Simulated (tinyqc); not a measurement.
# Worked calculation: transfer-length model of a contact

tinyqc, about 0.01 s, one thread, Intel Xeon 2.30GHz (shared host): `OMP_NUM_THREADS=1 python tinyqc.py 2760097 2760098 out.jsonl` Printed values are rounded.

A metal contact of length d and width W on a thin layer of the same width. The metal has no resistance, the sheet resistance under it equals Rsh, and current enters the layer at the front edge x = 0.

Values chosen for this exercise:
- d = 0.55 um (contact length)
- W = 42 um (contact width)

## Straight-line fit

L, gap 1 to 4 (um): [3, 4.9, 8, 13]
R_T, gap 1 to 4 (ohm): [187.69, 231.09, 299.83, 411.91]

Pairs of such contacts at gaps L have R_T = Rsh L/W + 2 Rc. The values of R_T were made from Rsh and rc with a random scatter of 0.2 % and are treated as data. Least squares: slope = sum (L - mean L)(R_T - mean R_T)/sum (L - mean L)^2, intercept = mean R_T - slope mean L. Rsh = slope W, Rc = intercept/2, and A = Rc/slope is half the distance from the origin to the zero of the line.

slope = 22.3900 ohm/um
intercept = 120.862 ohm
Rsh = 940.379 ohm/sq
Rc = 60.4312 ohm
A = 2.69903 um

## Iteration 1: transfer length

Lt at the start = 2.69903 um

A = Lt coth(d/Lt) is solved for Lt, starting from Lt = A. Newton step for Lt - A tanh(d/Lt) = 0: Lt(new) = Lt - [Lt - A tanh(d/Lt)]/[1 + A d/(Lt cosh(d/Lt))^2].

Lt after iteration 1 = 0.895233 um

## Iteration 2: transfer length

As before.

Lt after iteration 2 = 1.14839 um

## Course of the iteration

Stop when Lt changes by less than 1e-9 of itself, or after 40 iterations.

Course of the iteration:
```
iteration   Lt (um)  relative change
1          0.895233            0.668
2           1.14839            0.283
3           1.17663           0.0246
4           1.17689          2.21e-4
5           1.17689          1.80e-8
6           1.17689          < 1e-13
```

Converged in 6 iterations.

## Contact resistivity

converged Lt = 1.17689 um

rc = Rsh Lt^2. Short cuts: Rsh A^2 (long contact, Lt = A) and Rc W d (short contact, even current).

rc = 1.30249e-5 ohm cm^2
Rsh A^2 = 6.85045e-5 ohm cm^2
Rc W d = 1.39596e-5 ohm cm^2

The extracted rc is 0.19 % above the value 1.3e-5 ohm cm^2 that made the data. The long-contact form is 5.26 times the extracted value and the short-contact form 7.2 % above it; both can only overstate it.
